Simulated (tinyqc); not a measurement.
## MOS structure on a p-type body with a surface-enhanced doping, non-linear Poisson equation by Newton steps: effect of the decay length on threshold, swing and body effect

One dimension, insulator interface at x = 0, acceptor density Na + N0 exp(-x/Ls), net doping C = -(acceptor density). psi is counted from the intrinsic level: n = ni exp((psi - Vb)/Vt), p = ni exp(-psi/Vt); deep in the body psi_b = -Vt ln(Na/ni). The gate acts through Cox = eps0 eox/tox and has the potential psi_G = Vg - (phiM - chi - Vt ln(Nc/ni)). Boltzmann statistics, full ionisation, classical densities, no oxide or interface charge.

ni = sqrt(Nc Nv) exp(-Eg/(2 Vt)), Eg in volts. The Poisson equation d/dx(eps0 eps_r dpsi/dx) = -q (p - n + C), with eps0 eps_r dpsi/dx = -Cox (psi_G - psi_0) at x = 0, is solved on a mesh of about 600 nodes or more. N_inv is the integral of n less its value deep in the body. VT is the Vg at which N_inv = 2e11 cm^-2. m = 1/(dpsi_0/dVg) at N_inv = 1e8 cm^-2; the swing is the Vg between N_inv = 1e8 and 1e9 cm^-2; body coefficient [VT(Vb + 0.05 V) - VT(Vb)]/0.05 V - 1.

Parameters, values chosen for the exercise; band and dielectric values close to those of silicon:

| symbol | value | unit | meaning |
|---|---|---|---|
| T | 400 | K | temperature |
| Eg | 1.11 | eV | band gap |
| eps_r | 11.6 |  | relative permittivity |
| Nc | 4.23e19 | cm^-3 | conduction-band density of states at T |
| Nv | 4.08e19 | cm^-3 | valence-band density of states at T |
| chi | 3.99 | eV | electron affinity |
| Na | 8.6e17 | cm^-3 | acceptor density deep in the body |
| eox | 3.9 |  | relative permittivity of the gate insulator (close to silicon dioxide) |
| tox | 8.4 | nm | insulator thickness |
| phiM | 4.54 | eV | gate work function |
| Vb | 1.1 | V | electron quasi-Fermi potential against the body |
| N0 | 2.9e18 | cm^-3 | extra acceptor density at the surface |

Constants: q = 1.602176634e-19 C, kB = 1.380649e-23 J/K, Vt = kB T/q, eps0 = 8.8541878128e-14 F/cm where lengths are in cm. Results are converted to the units shown.

Result of one run:

| Ls (nm) | VT (V) | psi_0 - psi_b at VT (V) | m - 1 | swing (mV/decade) | body coefficient |
|---|---|---|---|---|---|
| 24 | 4.97 | 2.02 | 0.761 | 140 | 0.700 |

What becomes of these results when the decay length Ls is changed from 24 to 11 nm, all else the same?

Result of the changed run:

| Ls (nm) | VT (V) | psi_0 - psi_b at VT (V) | m - 1 | swing (mV/decade) | body coefficient |
|---|---|---|---|---|---|
| 11 | 4.46 | 2.01 | 0.584 | 126 | 0.538 |

The whole series:

| Ls (nm) | VT (V) | psi_0 - psi_b at VT (V) | m - 1 | swing (mV/decade) | body coefficient |
|---|---|---|---|---|---|
| 2.4 | 3.73 | 2.00 | 0.501 | 120 | 0.473 |
| 3.5 | 3.84 | 2.00 | 0.505 | 120 | 0.476 |
| 5.2 | 4.00 | 2.01 | 0.515 | 121 | 0.483 |
| 7.6 | 4.21 | 2.01 | 0.538 | 123 | 0.501 |
| 11 | 4.46 | 2.01 | 0.584 | 126 | 0.538 |
| 16 | 4.72 | 2.02 | 0.664 | 133 | 0.608 |
| 24 | 4.97 | 2.02 | 0.761 | 140 | 0.700 |

As Ls goes from 2.4 to 24, VT rises from 3.73 to 4.97 V, the swing rises from 120 to 140 mV/decade and the body coefficient rises from 0.473 to 0.700. The swing stays within 0.76 % of m Vt ln 10, and the body coefficient within 0.061 of m - 1.

Program tinyqc, `OMP_NUM_THREADS=1 python tinyqc.py 2080140 2080141 out.jsonl`; Intel Xeon 2.30GHz, shared host, one thread, about 0.6 s.
